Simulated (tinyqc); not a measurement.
What moves the results: defect-molecule model of a vacancy with Jahn-Teller distortion. A value that a table varies takes the place of the one given here.

Four dangling hybrids a, b, c, d point into the vacancy: H_ii = E0, and -gm between any two. A tetragonal distortion Q pairs a with b and c with d: those two couplings become -gm - I Q and the other four -gm + I Q/2, at an elastic cost k Q^2/2. The a1 level holds two electrons; charge states 2+, + and 0 put n = 0, 1, 2 more into the lowest level of t2 origin. Energy from the 2+ state at Q = 0, with the Fermi level mu counted from Ev: W_n(Q) = n (et - 2 I Q) + k Q^2/2 + Uc n (n - 1)/2 - n mu. et = E0 + gm is the undistorted t2 level.

Constants: kB = 8.617333262e-05 eV/K.

Inputs chosen for the exercise (of the size used for the vacancy in silicon; shifted at random, so the results belong to these values and not to a real crystal): E0 = -0.05 eV (level of a dangling hybrid, from Ev); gm = 0.37 eV (coupling between two dangling hybrids); I = 1.23 eV/angstrom (Jahn-Teller coupling); k = 15.9 eV/angstrom^2 (force constant of the mode); Uc = 0.33 eV (repulsion of two electrons in one orbital); T = 400 K (temperature); mu1 = -0.02 eV (first Fermi level).

## Occupation against the Fermi level

Weights g_n exp(-W_n/kT) with W_n = n et - n^2 E_JT + Uc n (n - 1)/2 - n mu, E_JT = 2 I^2/k, degeneracies 1, 6 (spin and three axes) and 3; mu = mu1 + 0.03 j eV.

Shares:
```
mu (eV)      2+       +       0  mean charge
-0.02    0.9258  0.0722  0.0020       1.9237
0.01     0.8342  0.1553  0.0105       1.8237
0.04     0.6596  0.2933  0.0472       1.6124
0.07     0.4050  0.4299  0.1651       1.2398
0.10     0.1707  0.4326  0.3967       0.7739
0.13     0.0492  0.2981  0.6527       0.3966
0.16     0.0110  0.1588  0.8302       0.1808
0.19     0.0021  0.0740  0.9238       0.0783
0.22     0.0004  0.0324  0.9672       0.0332
```

U_eff = Uc - 2 E_JT = -0.051 eV and kT = 34.5 meV. The + state reaches at most 43.3 % on these rows, at mu = 0.10 eV. The mean charge goes from 1.92 to 0.03. Rows with mu < 0 lie in the valence band and are formal.

## When U turns negative

The force constant is varied. E_JT = 2 I^2/k, E(2+/+) = et - E_JT, E(+/0) = et - 3 E_JT + Uc, U_eff = Uc - 2 E_JT.

Against k:
```
k (eV/angstrom^2)  E_JT (eV)  (2+/+) (eV)  (+/0) (eV)  U_eff (eV)  Q of the neutral state (angstrom)
8                     0.3782      -0.0582     -0.4847     -0.4264                             0.6150
12                    0.2521       0.0678     -0.1065     -0.1743                             0.4100
16                    0.1891       0.1309      0.0827     -0.0482                             0.3075
24                    0.1261       0.1939      0.2718      0.0779                             0.2050
32                    0.0946       0.2254      0.3663      0.1409                             0.1537
48                    0.0630       0.2570      0.4609      0.2039                             0.1025
64                    0.0473       0.2727      0.5082      0.2354                             0.0769
96                    0.0315       0.2885      0.5554      0.2670                             0.0512
```

k at which U_eff = 0 = 18.34 eV/angstrom^2

Levels below 0 lie in the valence band. U_eff is negative for k below 4 I^2/Uc = 18.3: 3 of the 8 rows. The gain grows as n^2, so the second electron wins 3 E_JT where the first wins E_JT. For a stiff lattice the levels tend to et = 0.320 and et + Uc = 0.650 eV. Distortions above about 0.5 angstrom (1 of the rows) are beyond a linear coupling.

## What each parameter does

E_JT = 2 I^2/k, E(2+/+) = et - E_JT, E(+/0) = et - 3 E_JT + Uc, U_eff = E(+/0) - E(2+/+); a1 level E0 - 3 gm. Each row changes one parameter from the base and keeps the others.

Results:
```
case                     (2+/+) (eV)  (+/0) (eV)  U_eff (eV)  a1 (eV)
base                          0.1297      0.0791     -0.0506  -1.1600
E0 = 0 eV                     0.1797      0.1291     -0.0506  -1.1100
gm = 0.41 eV                  0.1697      0.1191     -0.0506  -1.2800
I = 1.353 eV/angstrom         0.0897     -0.0408     -0.1305  -1.1600
k = 17.49 eV/angstrom^2       0.1470      0.1310     -0.0160  -1.1600
Uc = 0.39 eV                  0.1297      0.1391      0.0094  -1.1600
```

The largest shifts from the base row, up to three for each result and ties (the steps differ in size, so this ranks the rows, not the parameters). (2+/+) (eV): E0 +0.0500, gm +0.0400, I -0.0400; unchanged at the printed digits by Uc. (+/0) (eV): I -0.1199, Uc +0.0600, k +0.0519. U_eff (eV): I -0.0799, Uc +0.0600, k +0.0346; unchanged at the printed digits by E0 and gm. a1 (eV): gm -0.1200, E0 +0.0500; unchanged at the printed digits by I, k and Uc. E0 and gm move both levels alike, so U_eff depends on I, k and Uc alone.

(tinyqc, `OMP_NUM_THREADS=1 python tinyqc.py 1481123 1481124 out.jsonl`, Intel(R) Xeon(R) Processor @ 2.30GHz, 1 thread, shared host, about 0.01 s.)
